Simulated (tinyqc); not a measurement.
Van der Pauw, Hall and four-point-probe measurements on a doped layer: two steps of the calculation.

A uniform n-type layer with sheet resistance Rs = 1/(q ns mu), point contacts, low field (mu B small).

Inputs (values chosen for the exercise):

| symbol | value | unit | meaning |
|---|---|---|---|
| rH | 1 |  | Hall factor |
| B | 1 | T | magnetic field |
| I | 10 | uA | current |
| t | 1400 | nm | thickness of the layer |

Constants: q = 1.602176634e-19 C. Results are converted to the units shown.

Problem 1. New z. The van der Pauw equation exp(-pi RA z) + exp(-pi RB z) = 1 is solved for z = 1/Rs: e1 = exp(-pi RA z), e2 = exp(-pi RB z), f = e1 + e2 - 1, f' = -pi (RA e1 + RB e2), z(new) = z - f/f'.

z after iteration 1 = 21.762739 mS
RA = 3.5005471 ohm
RB = 21.773344 ohm

Find: e1; e2; f; f'; z after iteration 2.

Solution 1.

e1 = 0.78715
e2 = 0.22568
f = 0.012834
f' = -0.024094 kohm
z after iteration 2 = 22.295 mS

Problem 2. Sheet density, mobility and bulk values. Rs = 1/z; Hall sheet density B I/(q |VH|); Hall mobility |VH|/(Rs B I); true values ns = rH times the Hall density, mu = Hall mobility/rH; bulk density ns/t, resistivity Rs t; correction factor F = Rs/[(pi/ln 2)(RA + RB)/2].

converged z = 22.302299 mS
VH = -0.026006288 mV
RA = 3.5005471 ohm
RB = 21.773344 ohm

Give: Rs; Hall sheet density; Hall mobility; ns; mu; bulk density; resistivity; F.

Solution 2.

Rs = 44.838 ohm/square
Hall sheet density = 2.4000e14 cm^-2
Hall mobility = 580.00 cm^2/(V s)
ns = 2.4000e14 cm^-2
mu = 580.00 cm^2/(V s)
bulk density = 1.7143e18 cm^-3
resistivity = 0.0062774 ohm cm
F = 0.78286

tinyqc, about 0.01 s, one thread, Intel Xeon 2.30GHz (shared host): `OMP_NUM_THREADS=1 python tinyqc.py 2850179 2850180 out.jsonl`
